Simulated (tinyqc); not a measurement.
# Conduction-band offset of an n-N heterojunction from carrier-profile moments: effects of single changes

Layer 1 (x < 0) accumulates electrons and layer 2 (x > 0) is depleted. Boltzmann statistics. The bands bend down by V1 in layer 1 and up by V2 in layer 2, with V1 + V2 = VD = dE + Vt ln[(N2/Nc2)/(N1/Nc1)].

Inputs (values chosen for the exercise); values of the order of III-V alloys: temperature T = 300 K; relative permittivity of both layers eps_r = 13.4; density of states of the narrow-gap layer 1 Nc1 = 7.1e17 cm^-3; density of states of the wide-gap layer 2 Nc2 = 5.3e17 cm^-3; conduction-band offset dE = 0.25 eV; donor density in layer 1 N1 = 2.7e16 cm^-3; donor density in layer 2 N2 = 2e16 cm^-3; fixed charge at the interface si = 0 cm^-2.

Constants: q = 1.602176634e-19 C, kB = 1.380649e-23 J/K, Vt = kB T/q, eps0 = 8.8541878128e-14 F/cm where lengths are in cm. Results are converted to the units shown.

Each table varies one quantity; the others keep the values above.

## Effect of the doping of the wide-gap layer

Sheet densities from the first integral: Q1 = sqrt((2 eps0 eps_r Vt N1/q)(exp(u1) - u1 - 1)) extra electrons, Q2 = sqrt((2 eps0 eps_r Vt N2/q)(exp(-u2) + u2 - 1)) missing ones, u = V/Vt; neutrality Q1 = Q2 + si.

Result of one run:
```
N2 (cm^-3)   VD (V)    V1 (V)  Q1 (cm^-2)  n(0-)/Nc1
7e16        0.28219  0.079673   4.2798e11    0.82900
```

What becomes of these results when the donor density in layer 2 N2 is changed from 7e16 to 1.2e16 cm^-3, all else the same?

Result of the changed run:
```
N2 (cm^-3)   VD (V)    V1 (V)  Q1 (cm^-2)  n(0-)/Nc1
1.2e16      0.23659  0.044436   1.7193e11    0.21213
```

The whole series:
```
N2 (cm^-3)   VD (V)    V1 (V)  Q1 (cm^-2)  n(0-)/Nc1
1.1e15      0.17482  0.015155   4.6700e10   0.068344
2e15        0.19027  0.020409   6.5322e10   0.083746
3.6e15      0.20547  0.026868   9.0254e10    0.10752
6.6e15      0.22114  0.034978   1.2519e11    0.14713
1.2e16      0.23659  0.044436   1.7193e11    0.21213
2.2e16      0.25226  0.055427   2.3604e11    0.32452
3.9e16      0.26707  0.066951   3.1727e11    0.50680
7e16        0.28219  0.079673   4.2798e11    0.82900
```

Q1 rises from 4.67e10 to 4.28e11 cm^-2, as N2^(0.53) over the table, while VD grows by Vt ln 10 a decade and the share V1/VD rises from 0.0867 to 0.282. For N2 = 3.9e16, 7e16 n(0-) nears or passes Nc1, where degeneracy and quantisation lower Q1.

## Effect of the offset

Same model as above.

Effect of the offset:
```
dE (eV)    VD (V)    V1 (V)  Q1 (cm^-2)  n(0-)/Nc1
0.06     0.059801  0.022309   7.2412e10   0.090134
0.12      0.11980  0.036390   1.3173e11    0.15539
0.19      0.18980  0.047053   1.8616e11    0.23473
0.25      0.24980  0.053611   2.2463e11    0.30251
0.31      0.30980  0.058808   2.5824e11    0.36986
0.37      0.36980  0.063113   2.8842e11    0.43687
0.44      0.43980  0.067354   3.2041e11    0.51476
0.5       0.49980  0.070499   3.4570e11    0.58134
```

Q1 rises from 7.24e10 to 3.46e11 cm^-2, as VD^(0.59) between the last two rows. Layer 1 takes 37.3 % of VD in the first row and 14.1 % in the last: accumulation charge grows exponentially with V1, so most of a large offset falls across the depleted side. For dE = 0.44, 0.5 n(0-) nears or passes Nc1, where degeneracy and quantisation lower Q1.

tinyqc, about 0.07 s, one thread, Intel Xeon 2.30GHz (shared host): `OMP_NUM_THREADS=1 python tinyqc.py 2410054 2410055 out.jsonl`
